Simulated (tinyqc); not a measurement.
Deep level with several charge states, and Shockley-Read-Hall recombination, step by step. Values are carried at full precision from step to step, so a last printed digit may differ when a step is redone from the rounded ones.

Energies from Ev. The defect has charge states 0, -1, -2 with weights 1, gm exp((EF - E1)/kT), exp((2 EF - E1 - E2)/kT); the shares are the weights over their sum. Boltzmann carriers: n = Nc exp((EF - Eg)/kT), p = Nv exp(-EF/kT). Neutrality: p - n + Nd + Nt <q> = 0.

Constants: kB = 8.617333262e-05 eV/K.

Parameters, chosen for this exercise (gap and densities of states near those of GaN at this temperature; not measured data):
- Eg = 3.384 eV (gap)
- Nc = 2.11e+18 1/cm^3 (conduction-band density of states)
- Nv = 4.76e+19 1/cm^3 (valence-band density of states)
- T = 300 K
- E1 = 1.213 eV (level (0/-1) above Ev)
- E2 = 2.308 eV (level (-1/-2) above Ev)
- gm = 2 (degeneracy of the middle state, the others 1)
- Nt = 2e+13 1/cm^3 (defects)
- Nd = 2.4e+12 1/cm^3 (ionised shallow donors minus acceptors)
- E_try = 0.565 eV (trial Fermi level)
- Et = 1.213 eV (recombination level above Ev)
- sn = 2.6e-14 cm^2 (electron capture cross-section)
- sp_ = 5e-15 cm^2 (hole capture cross-section)
- vth = 24000000 cm/s (thermal velocity, both carriers)
- Nm = 3.7e+15 1/cm^3 (equilibrium electrons for the lifetime steps)
- dn = 2.9e+14 1/cm^3 (excess pairs)

## Charge states at a trial Fermi level

Form the exponents, the shares, the mean charge and the residual of neutrality at EF = E_try.

exponents of the second and third weights: [-25.066, -92.488]

shares: 0 1.0000, -1 0.0000, -2 0.0000

<q> = 0.0000

n, p (1/cm^3): [9.27e-30, 1.53e+10]

residual = 2.42e+12 1/cm^3

The residual is positive, so EF must rise.

## The neutral state

Solve for EF.

EF = 1.1436 eV

shares at EF: 0 0.880, -1 0.120, -2 0.000

n = 4.86e-20 1/cm^3
p = 2.93 1/cm^3

Without the defects the majority density would be 2.40e+12 1/cm^3; with them the density of these carriers is 4.86e-20, below that of the other kind: the type has inverted, so the defects more than cancel the doping. Most defects are in the state 0.

## Recombination through one level

One level at Et with degeneracy 1: tn = 1/(sn vth Nt), tp = 1/(sp_ vth Nt), n1 = Nc exp((Et - Eg)/kT), p1 = Nv exp(-Et/kT), ni^2 = n1 p1. Equilibrium n0 = Nm, p0 = ni^2/Nm; n = n0 + dn, p = p0 + dn. U = (n p - ni^2)/(tp (n + n1) + tn (p + p1)), lifetime dn/U; emission rates en = sn vth n1, ep = sp_ vth p1.

Evaluate each quantity.

tn, tp (microsecond): [0.08013, 0.4167]

n1, p1 (1/cm^3): [7.13e-19, 0.200]

U = 6.86e+20 1/(cm^3 s)
lifetime = 0.422 microsecond

The lifetime is 1.014 times the minority capture time tp and 0.85 times tn + tp, the limit of high injection.

## Emission and generation in a depleted region

With n = p = 0 the level generates pairs at G = Nt en ep/(en + ep); generation lifetime tg = ni/G; current density e G W for a width W = 1 micrometre, e = 1.602176634e-19 C.

en, ep (1/s): [4.45e-25, 2.39e-08]

G = 8.90e-12 1/(cm^3 s)
tg = 4.24e+07 microsecond
current density = 1.43e-34 A/cm^2

The slower step, electron emission, limits the rate: en/ep = 1.86e-17.

## Checks

- U against hole capture minus emission at the steady occupation of the level (1/(cm^3 s)): both 6.864e+20.

Computed by tinyqc, a small Python program: `OMP_NUM_THREADS=1 python tinyqc.py 1652562 1652563 out.jsonl` (the numbers bound the seed that draws the inputs); one thread of a shared host (Intel(R) Xeon(R) Processor @ 2.30GHz), about 0.01 s for the whole set of steps.
